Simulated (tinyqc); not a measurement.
Bias-temperature instability from a Gaussian distribution of capture and emission barriers: one step, computed by the program tinyqc.

Each trap has a capture time tau_0 exp(E_c/(k_B T)) under stress and an emission time tau_0 exp(E_e/(k_B T)) after it. E_c is Gaussian, and E_e = E_c + d with d Gaussian and independent. A trap counts as filled once t_s exceeds its capture time and as emptied once t_r exceeds its emission time.

Question. Stress. Demarcation energies E_s = k_B T ln(t_s/tau_0), E_r = k_B T ln(t_r/tau_0); mean barrier mu = mu_c - k_F F; z = (E_s - mu)/sigma_c; Phi is the standard normal distribution. Temperatures in kelvin are T(C) + 273.15. Shift without recovery dV0 = V_max Phi(z); local time exponent n = d ln dV0/d ln t_s = (k_B T/sigma_c) exp(-z^2/2)/(sqrt(2 pi) Phi(z)); apparent activation energy n E_s.

Inputs (values chosen for the exercise, for a model p-channel transistor):

| quantity | value | unit |
|---|---|---|
| shift with all traps filled V_max | 69 | mV |
| mean capture barrier at zero field mu_c | 1.69 | eV |
| spread of capture barriers sigma_c | 0.31 | eV |
| lowering of mu_c per field k_F | 0.058 | eV/(MV/cm) |
| oxide field F | 4.9 | MV/cm |
| time constant tau_0 | 3e-09 | s |
| temperature T | 25 | C |
| stress time t_s | 6 | s |

Constants: k_B = 8.617333262e-05 eV/K.

Give: E_s; mean barrier mu; z; shift without recovery dV0; time exponent n; apparent activation energy.

Answer.

E_s = 0.5502 eV

mean barrier mu = 1.4058 eV

z = -2.760

shift without recovery dV0 = 0.1995 mV

time exponent n = 0.2537

apparent activation energy = 0.1396 eV

The stress has filled 0.29 % of the traps. The apparent energy 0.140 eV is only the share n of the barriers near 0.55 eV that are being crossed.
